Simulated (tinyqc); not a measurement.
Changing the thickness d_2: longitudinal sound in a periodic multilayer: transfer matrices, stop bands and folded phonons. Computed by tinyqc, a small Python program. Command: `OMP_NUM_THREADS=1 python tinyqc.py 3006448 3006449 out.jsonl multilayer sweep`. One thread of a shared host (Intel(R) Xeon(R) Processor @ 2.30GHz), about 0.01 s of CPU time with the checks.

Layers 1 and 2 repeat with period d = d_1 + d_2; waves travel normal to the layers, without loss. State vector (u, s): displacement u and stress divided by omega. Impedances Z = rho v are in 1e6 kg/(m^2 s).

Inputs (values chosen for the exercise, modelled on copper (layer 1), tantalum (layer 2) and silica (substrate)): density rho_1 = 9.05 g/cm^3; velocity v_1 = 4780 m/s; thickness d_1 = 459 nm; density rho_2 = 16.8 g/cm^3; velocity v_2 = 4110 m/s; substrate density = 2.2 g/cm^3; substrate velocity = 6030 m/s; periods N = 4.

Method:
- Z = rho v; interface reflection r = (Z_2 - Z_1)/(Z_2 + Z_1) (stress amplitude, from 1 into 2); Bragg frequency f_B = 1/[2 (d_1/v_1 + d_2/v_2)]; long-wave velocity v_eff = d/sqrt[(d_1/v_1)^2 + (d_2/v_2)^2 + (Z_1/Z_2 + Z_2/Z_1)(d_1/v_1)(d_2/v_2)].
- A layer maps (u, s) by [[cos p, sin p/Z], [-Z sin p, cos p]], p = 2 pi f d_i/v_i; one period is M = M_2 M_1, and cos(q d) = trace(M)/2.
- For N periods A = M^N. A wave comes from a thick layer of material 1 and leaves into the substrate (Z_s): transmitted power T = 4 Z_1 Z_s/|Z_1 A_22 + Z_s A_11 - i (Z_1 Z_s A_12 - A_21)|^2, reflected power R = 1 - T.
- Gap m contains m f_B; its edges, where trace(M)/2 = (-1)^m, are found by root search. Weak-contrast estimate of the width: (4 f_B/pi) |r sin(m pi a)|, a = (d_1/v_1)/(d_1/v_1 + d_2/v_2).

One run for each value:
```
thickness d_2 (nm)  width/f_B (%)  Bragg frequency f_B (GHz)  transmitted power at f_B  long-wave velocity v_eff (m/s)
65.8                       12.961                     4.4629                   0.25064                          4621.7
103.0                      17.904                     4.1293                   0.13078                          4558.8
161.0                      23.232                     3.6983                   0.06419                          4484.3
252.0                      27.694                     3.1779                   0.03598                          4403.8
395.0                      29.501                     2.6024                   0.02870                          4326.1
618.0                      27.695                     2.0293                   0.03597                          4259.8
967.0                      23.237                     1.5092                   0.06414                          4208.8
1510.0                     17.922                     1.0789                   0.13048                          4173.2
2370.0                     12.949                     0.7433                   0.25103                          4149.5
```

Describe and explain the trends.

Over the rows, width/f_B (%) goes from 13.0 through a maximum among these rows, 29.5 at 395, to 12.9; Bragg frequency f_B (GHz) falls from 4.46 to 0.743 (exponent d ln y / d ln x -0.17 between the first rows and -0.83 between the last); transmitted power at f_B goes from 0.251 through a minimum among these rows, 0.0287 at 395, to 0.251. The relative width is largest when both layers have equal transit times, at d_2 = 395 nm.

Extremes, crossings and ranges named in words are read from the listed rows.
